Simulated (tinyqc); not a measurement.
From results back to parameters: band folding and unfolding in a supercell of a chain. Three cases, with inputs chosen for the exercise.

Problem. A chain with hopping -t and site energies alternating +V, -V has E = -/+ sqrt(V^2 + 4 t^2 cos^2(ka)); the lower state has weight (1 + 2t cos(ka)/|E|)/2 on k and the rest on k + pi/a. The gap at ka = pi/2 and the full spread at k = 0 come from hidden t and V.

Find: V, t; weight of the lowest state on k = 0.

Method. The gap is 2V and the spread 2 sqrt(V^2 + 4t^2).

Case 1.

values (eV): gap 2.08000, spread at k = 0 4.33202

Solution.

V, t (eV): 1.040  0.950

weight of the lowest state on k = 0 = 0.9386

Case 2.

values (eV): gap 1.82000, spread at k = 0 3.23957

Solution.

V, t (eV): 0.910  0.670

weight of the lowest state on k = 0 = 0.9136

Case 3.

values (eV): gap 1.72000, spread at k = 0 3.38892

Solution.

V, t (eV): 0.860  0.730

weight of the lowest state on k = 0 = 0.9308

Computed by tinyqc, one run a case: `OMP_NUM_THREADS=1 python tinyqc.py N N+1 out.jsonl` with N = 1481596, 1481655, 1481692; one thread of a shared Intel(R) Xeon(R) Processor @ 2.30GHz, about 0.01 s a run at most.
